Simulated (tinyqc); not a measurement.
Inside a calculation. Method: UHF in the sto-6g basis, for H6, spin multiplicity 1. One step of it, computed by the program tinyqc.

Task: Iteration 3: building the Fock matrix. J_ij = sum D_kl (ij|kl) with D = D(alpha) + D(beta), K_ij = sum D_kl (ik|jl) for each spin; F = H + J - K(s); E = tr D H + tr D J / 2 - 0.5 sum_s tr D(s) K(s) + E_nn.

D(alpha) after iteration 2:
```
,1H 1s,2H 1s,3H 1s,4H 1s,5H 1s,6H 1s
1H 1s,0.467057,0.312235,-0.155500,-0.189894,0.058067,0.138867
2H 1s,0.312235,0.303852,0.090584,-0.041804,-0.031794,0.001008
3H 1s,-0.155500,0.090584,0.460048,0.271750,-0.106042,-0.195254
4H 1s,-0.189894,-0.041804,0.271750,0.267137,0.104009,-0.010403
5H 1s,0.058067,-0.031794,-0.106042,0.104009,0.379854,0.300651
6H 1s,0.138867,0.001008,-0.195254,-0.010403,0.300651,0.274586
```

D(beta) after iteration 2:
```
,1H 1s,2H 1s,3H 1s,4H 1s,5H 1s,6H 1s
1H 1s,0.274611,0.300776,-0.010654,-0.194727,0.001145,0.138911
2H 1s,0.300776,0.380013,0.103639,-0.105772,-0.031762,0.057932
3H 1s,-0.010654,0.103639,0.267243,0.271819,-0.041883,-0.190563
4H 1s,-0.194727,-0.105772,0.271819,0.459456,0.090927,-0.155344
5H 1s,0.001145,-0.031762,-0.041883,0.090927,0.303887,0.312148
6H 1s,0.138911,0.057932,-0.190563,-0.155344,0.312148,0.467256
```

core Hamiltonian H = T + V (hartree):
```
,1H 1s,2H 1s,3H 1s,4H 1s,5H 1s,6H 1s
1H 1s,-1.532065,-0.869269,-0.195637,-0.026801,-0.003273,-0.000263
2H 1s,-0.869269,-1.920733,-1.050408,-0.206891,-0.031460,-0.003266
3H 1s,-0.195637,-1.050408,-2.036287,-0.983158,-0.207246,-0.026801
4H 1s,-0.026801,-0.206891,-0.983158,-2.036581,-1.051800,-0.195632
5H 1s,-0.003273,-0.031460,-0.207246,-1.051800,-1.920904,-0.868122
6H 1s,-0.000263,-0.003266,-0.026801,-0.195632,-0.868122,-1.531675
```

Two-electron integrals (ij|kl) in chemists' order, unique and non-zero (hartree):
```
i,j,k,l,(ij|kl)
1,1,1,1,0.774999
2,1,1,1,0.246617
2,1,2,1,0.105838
2,2,1,1,0.432560
2,2,2,1,0.246617
2,2,2,2,0.774999
3,1,1,1,0.036345
3,1,2,1,0.017371
3,1,2,2,0.047103
3,1,3,1,0.003339
3,2,1,1,0.142121
3,2,2,1,0.081872
3,2,2,2,0.275012
3,2,3,1,0.018913
3,2,3,2,0.128299
3,3,1,1,0.237360
3,3,2,1,0.132997
3,3,2,2,0.453383
3,3,3,1,0.036345
3,3,3,2,0.275012
3,3,3,3,0.774999
4,1,1,1,0.003678
4,1,2,1,0.001807
4,1,2,2,0.005087
4,1,3,1,0.000378
4,1,3,2,0.002294
4,1,3,3,0.005087
4,1,4,1,0.000048
4,2,1,1,0.020280
4,2,2,1,0.011177
4,2,2,2,0.036345
4,2,3,1,0.002730
4,2,3,2,0.018913
4,2,3,3,0.047103
4,2,4,1,0.000378
4,2,4,2,0.003339
4,3,1,1,0.078920
4,3,2,1,0.041696
4,3,2,2,0.132997
4,3,3,1,0.011177
4,3,3,2,0.081872
4,3,3,3,0.246617
4,3,4,1,0.001807
4,3,4,2,0.017371
4,3,4,3,0.105838
4,4,1,1,0.156837
4,4,2,1,0.078920
4,4,2,2,0.237360
4,4,3,1,0.020280
4,4,3,2,0.142121
4,4,3,3,0.432560
4,4,4,1,0.003678
4,4,4,2,0.036345
4,4,4,3,0.246617
4,4,4,4,0.774999
5,1,1,1,0.000345
5,1,2,1,0.000175
5,1,2,2,0.000507
5,1,3,1,0.000038
5,1,3,2,0.000241
5,1,3,3,0.000565
5,1,4,1,0.000005
5,1,4,2,0.000043
5,1,4,3,0.000220
5,1,4,4,0.000499
5,1,5,1,5.92e-07
5,2,1,1,0.002528
5,2,2,1,0.001349
5,2,2,2,0.004262
5,2,3,1,0.000331
5,2,3,2,0.002268
5,2,3,3,0.005824
5,2,4,1,0.000048
5,2,4,2,0.000436
5,2,4,3,0.002409
5,2,4,4,0.005823
5,2,5,1,0.000006
5,2,5,2,0.000063
5,3,1,1,0.013477
5,3,2,1,0.006869
5,3,2,2,0.020992
5,3,3,1,0.001767
5,3,3,2,0.012439
5,3,3,3,0.036415
5,3,4,1,0.000293
5,3,4,2,0.002797
5,3,4,3,0.017404
5,3,4,4,0.047188
5,3,5,1,0.000038
5,3,5,2,0.000436
5,3,5,3,0.003351
5,4,1,1,0.061457
5,4,2,1,0.030056
5,4,2,2,0.087281
5,4,3,1,0.007387
5,4,3,2,0.049611
5,4,3,3,0.142332
5,4,4,1,0.001294
5,4,4,2,0.012434
5,4,4,3,0.081996
5,4,4,4,0.275435
5,4,5,1,0.000189
5,4,5,2,0.002271
5,4,5,3,0.018971
5,4,5,4,0.128647
5,5,1,1,0.118889
5,5,2,1,0.056784
5,5,2,2,0.160207
5,5,3,1,0.013457
5,5,3,2,0.087191
5,5,3,3,0.237465
5,5,4,1,0.002253
5,5,4,2,0.020963
5,5,4,3,0.133072
5,5,4,4,0.453689
5,5,5,1,0.000345
5,5,5,2,0.004262
5,5,5,3,0.036415
5,5,5,4,0.275435
5,5,5,5,0.774999
6,1,1,1,0.000021
6,1,2,1,0.000011
6,1,2,2,0.000032
6,1,3,1,2.50e-06
6,1,3,2,0.000016
6,1,3,3,0.000041
6,1,4,1,3.60e-07
6,1,4,2,3.15e-06
6,1,4,3,0.000017
6,1,4,4,0.000041
6,1,5,1,4.37e-08
6,1,5,2,4.56e-07
6,1,5,3,3.16e-06
6,1,5,4,0.000016
6,1,5,5,0.000032
6,2,1,1,0.000217
6,2,2,1,0.000112
6,2,2,2,0.000344
6,2,3,1,0.000028
6,2,3,2,0.000188
6,2,3,3,0.000498
6,2,4,1,4.21e-06
6,2,4,2,0.000038
6,2,4,3,0.000219
6,2,4,4,0.000563
6,2,5,1,5.36e-07
6,2,5,2,0.000006
6,2,5,3,0.000043
6,2,5,4,0.000241
6,2,5,5,0.000506
6,2,6,1,4.36e-08
6,2,6,2,5.89e-07
6,3,1,1,0.001533
6,3,2,1,0.000760
6,3,2,2,0.002252
6,3,3,1,0.000189
6,3,3,2,0.001292
6,3,3,3,0.003678
6,3,4,1,0.000031
6,3,4,2,0.000293
6,3,4,3,0.001807
6,3,4,4,0.005087
6,3,5,1,4.22e-06
6,3,5,2,0.000048
6,3,5,3,0.000378
6,3,5,4,0.002297
6,3,5,5,0.005087
6,3,6,1,3.60e-07
6,3,6,2,0.000005
6,3,6,3,0.000048
6,4,1,1,0.009908
6,4,2,1,0.004747
6,4,2,2,0.013452
6,4,3,1,0.001131
6,4,3,2,0.007376
6,4,3,3,0.020280
6,4,4,1,0.000189
6,4,4,2,0.001764
6,4,4,3,0.011177
6,4,4,4,0.036345
6,4,5,1,0.000028
6,4,5,2,0.000331
6,4,5,3,0.002734
6,4,5,4,0.018936
6,4,5,5,0.047103
6,4,6,1,2.50e-06
6,4,6,2,0.000038
6,4,6,3,0.000378
6,4,6,4,0.003339
6,5,1,1,0.043673
6,5,2,1,0.020506
6,5,2,2,0.056705
6,5,3,1,0.004742
6,5,3,2,0.029981
6,5,3,3,0.078835
6,5,4,1,0.000760
6,5,4,2,0.006849
6,5,4,3,0.041654
6,5,4,4,0.132869
6,5,5,1,0.000112
6,5,5,2,0.001347
6,5,5,3,0.011181
6,5,5,4,0.081869
6,5,5,5,0.246228
6,5,6,1,0.000011
6,5,6,2,0.000174
6,5,6,3,0.001805
6,5,6,4,0.017350
6,5,6,5,0.105543
6,6,1,1,0.094496
6,6,2,1,0.043724
6,6,2,2,0.118863
6,6,3,1,0.009908
6,6,3,2,0.061374
6,6,3,3,0.156837
6,6,4,1,0.001533
6,6,4,2,0.013452
6,6,4,3,0.078920
6,6,4,4,0.237360
6,6,5,1,0.000217
6,6,5,2,0.002527
6,6,5,3,0.020308
6,6,5,4,0.142253
6,6,5,5,0.432272
6,6,6,1,0.000021
6,6,6,2,0.000344
6,6,6,3,0.003678
6,6,6,4,0.036345
6,6,6,5,0.246228
6,6,6,6,0.774999
```

nuclear repulsion = 4.12184585 hartree

Give: Coulomb J; exchange K(alpha); exchange K(beta); F(alpha); F(beta); total energy of this density.

Result:

Coulomb J (hartree):
```
,1H 1s,2H 1s,3H 1s,4H 1s,5H 1s,6H 1s
1H 1s,1.7998,0.8058,0.1631,0.0213,0.0025,0.0002
2H 1s,0.8058,2.1649,0.9762,0.1742,0.0252,0.0025
3H 1s,0.1631,0.9762,2.2820,0.9178,0.1745,0.0213
4H 1s,0.0213,0.1742,0.9178,2.2821,0.9775,0.1631
5H 1s,0.0025,0.0252,0.1745,0.9775,2.1649,0.8046
6H 1s,0.0002,0.0025,0.0213,0.1631,0.8046,1.7993
```

exchange K(alpha) (hartree):
```
,1H 1s,2H 1s,3H 1s,4H 1s,5H 1s,6H 1s
1H 1s,0.5402,0.3505,0.0733,-0.0140,-0.0005,0.0111
2H 1s,0.3505,0.5257,0.3107,0.0850,0.0074,-0.0056
3H 1s,0.0733,0.3107,0.5940,0.3312,0.0729,-0.0122
4H 1s,-0.0140,0.0850,0.3312,0.4846,0.2980,0.0971
5H 1s,-0.0005,0.0074,0.0729,0.2980,0.5608,0.3351
6H 1s,0.0111,-0.0056,-0.0122,0.0971,0.3351,0.4031
```

exchange K(beta) (hartree):
```
,1H 1s,2H 1s,3H 1s,4H 1s,5H 1s,6H 1s
1H 1s,0.4035,0.3356,0.0971,-0.0122,-0.0056,0.0111
2H 1s,0.3356,0.5609,0.2975,0.0728,0.0074,-0.0005
3H 1s,0.0971,0.2975,0.4843,0.3312,0.0852,-0.0141
4H 1s,-0.0122,0.0728,0.3312,0.5940,0.3112,0.0733
5H 1s,-0.0056,0.0074,0.0852,0.3112,0.5257,0.3500
6H 1s,0.0111,-0.0005,-0.0141,0.0733,0.3500,0.5400
```

F(alpha) (hartree):
```
,1H 1s,2H 1s,3H 1s,4H 1s,5H 1s,6H 1s
1H 1s,-0.2724,-0.4139,-0.1058,0.0086,-0.0003,-0.0112
2H 1s,-0.4139,-0.2815,-0.3849,-0.1177,-0.0137,0.0048
3H 1s,-0.1058,-0.3849,-0.3483,-0.3965,-0.1056,0.0067
4H 1s,0.0086,-0.1177,-0.3965,-0.2390,-0.3723,-0.1297
5H 1s,-0.0003,-0.0137,-0.1056,-0.3723,-0.3168,-0.3986
6H 1s,-0.0112,0.0048,0.0067,-0.1297,-0.3986,-0.1355
```

F(beta) (hartree):
```
,1H 1s,2H 1s,3H 1s,4H 1s,5H 1s,6H 1s
1H 1s,-0.1357,-0.3990,-0.1296,0.0067,0.0048,-0.0112
2H 1s,-0.3990,-0.3167,-0.3717,-0.1055,-0.0137,-0.0003
3H 1s,-0.1296,-0.3717,-0.2385,-0.3965,-0.1179,0.0086
4H 1s,0.0067,-0.1055,-0.3965,-0.3485,-0.3854,-0.1059
5H 1s,0.0048,-0.0137,-0.1179,-0.3854,-0.2817,-0.4135
6H 1s,-0.0112,-0.0003,0.0086,-0.1059,-0.4135,-0.2724
```

total energy of this density = -3.063801 hartree
